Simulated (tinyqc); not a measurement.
Valley splitting in a one-orbital chain of atomic planes (second-neighbour model): sweeps and comparisons. A value that a table varies takes the place of the one given here.

Each (001) plane carries one orbital with energy e0, hopping v to the next plane and u to the second: E(phi) = e0 + 2 v cos(phi) + 2 u cos(2 phi), where phi = pi - k a/4 (the sign of every second orbital is chosen so that v > 0, which shifts the phase by pi). The minimum lies at cos(phi0) = -v/(4u), phi0 = pi - (pi/2) k0 for a valley at k0 (2 pi/a), and e0 puts it at zero. A slab of N planes has hard walls: the matrix simply ends.

A well of Nw planes between barriers of 40 planes each (as of a SiGe alloy, taken as an offset alone). With x = j - 39.5 for plane j = 0, 1, ..., the potential is V0 (f(x) + f(Nw - x)) + F (j - 40) a/4, f(y) = 1/(1 + exp(y/L)), a step for L = 0; L is in planes, 4 L is about the distance over which f goes from 0.88 to 0.12, and 1 MV/m = 1e-4 V/angstrom.

Constants: hbar^2/2m0 = 3.80998211 eV angstrom^2.

Parameters, chosen for this exercise (near those of the Delta valleys of silicon; abrupt walls in this chain split the valleys several times more than measured wells; shifted at random, so the results belong to these values and not to a real crystal):
- a = 5.424 angstrom (lattice constant; planes lie a/4 apart)
- ml = 0.869 m0 (longitudinal mass)
- N0 = 26 (first number of planes)
- Nf = 120 (planes in the thick slab)
- V0 = 0.18 eV (barrier height)
- F = 15 MV/m (field)
- Nw = 71 (planes in the well)
- k0 = 0.846 2 pi/a (position of the valley)

## Splitting against the number of planes

u = 0.632396 eV
v = 0.605963 eV
e0 = 1.409951 eV
phi0 = 1.812699 rad

Ten slabs from N0 on, of thickness (N - 1) a/4 between the outer planes. Effective mass: E1 = (c/ml)(pi/W)^2 with W = (N + 2) a/4: the amplitude vanishes on two missing planes at each end, and the envelope has its nodes N + 2 spacings apart. Large-N estimate of the splitting: 16 pi^2 u |sin(phi0) sin((N + 2) phi0)|/(N + 2)^3.

Doublet (meV):
```
N,thickness (angstrom),mean level,effective mass,splitting,estimate
26,33.90,29.90,30.02,2.225,2.079
27,35.26,27.90,27.98,2.817,2.957
28,36.61,26.10,26.15,3.029,2.970
29,37.97,24.40,24.49,1.001,1.131
30,39.32,22.97,22.98,2.935,2.940
31,40.68,21.54,21.61,0.442,0.347
32,42.04,20.33,20.36,2.254,2.299
33,43.39,19.17,19.21,1.356,1.300
34,44.75,18.12,18.16,1.303,1.364
35,46.10,17.17,17.19,1.723,1.703
```

The mean level falls smoothly, from 29.9 to 17.2 meV, within 0.4 % of the effective-mass value. The splitting swings between 0.442 (N = 31) and 3.029 meV (N = 28): one plane more or less changes the phase between the two walls by phi0 = 1.813 rad. The estimate misses the computed values by at most 0.146 meV.

## Splitting against the electric field

A thick slab in a field F: plane j = 0, 1, ... gains the energy F j a/4 (1 MV/m = 1e-4 V/angstrom), which presses the electron against the first wall. The exponent is the slope of ln(splitting) against ln F between 20 and 50 MV/m.

Doublet:
```
F (MV/m),mean level (meV),splitting (meV),splitting/F (meV per MV/m)
1,8.05,0.1416,0.1416
2,12.68,0.2795,0.1397
5,23.07,0.6986,0.1397
10,36.19,1.3976,0.1398
20,56.56,2.7963,0.1398
30,73.29,4.1959,0.1399
50,101.31,6.9974,0.1399
```

exponent = 1.00

The splitting goes from 0.1416 to 6.9974 meV. At high field it grows as F^1.00: at a single hard wall it follows the squared slope of the envelope, which is proportional to F, while the level itself grows about as F^(2/3) (here F^0.64). A hard wall is the sharpest interface possible; real Si interfaces split several times less.

## Sharp and graded interfaces

The lowest doublet for several interface widths L.

Doublet:
```
L (planes),4 L (angstrom),mean level (meV),splitting (micro-eV)
0.00,0.00,41.02,2096.41
0.25,1.36,41.23,1113.92
0.50,2.71,41.55,212.28
0.75,4.07,41.96,37.01
1.00,5.42,42.48,6.49
1.50,8.14,43.78,0.18
2.00,10.85,45.33,0.00
```

The mean level moves by +4.3 meV over the table, while the splitting falls from 2096.4 micro-eV at a step to 6.49 at L = 1 plane, a factor 323. Coupling the valleys needs the Fourier component of the potential at twice the valley wave vector, a period of a few planes, and grading removes it. Random alloy disorder, left out here, sets the splitting once this part is gone.

## What each parameter does

Step interfaces (L = 0). u, v, e0 follow from 8 u sin^2(phi0) = (2c/ml)/(a/4)^2, v = -4u cos(phi0), e0 = 2u + v^2/(4u), c = hbar^2/2m0. Each row changes one parameter from the base and keeps the others.

Results:
```
case,mean level (meV),splitting (micro-eV)
base,41.02,2096.4
k0 = 0.856 2 pi/a,41.02,2088.4
ml = 0.956 m0,39.81,2096.5
V0 = 0.27 eV,42.50,2096.5
F = 30 MV/m,60.74,4193.9
Nw = 72,41.02,2096.4
```

The largest shifts from the base row, up to three for each result and ties (the steps differ in size, so this ranks the rows, not the parameters). mean level (meV): F +19.72, V0 +1.48, ml -1.21; unchanged at the printed digits by k0 and Nw. splitting (micro-eV): F +2097.5, k0 -8.0, ml +0.1, V0 +0.1; unchanged at the printed digits by Nw.

Program tinyqc; command `OMP_NUM_THREADS=1 python tinyqc.py 1480205 1480206 out.jsonl`; about 0.01 s on one thread of a shared Intel(R) Xeon(R) Processor @ 2.30GHz.
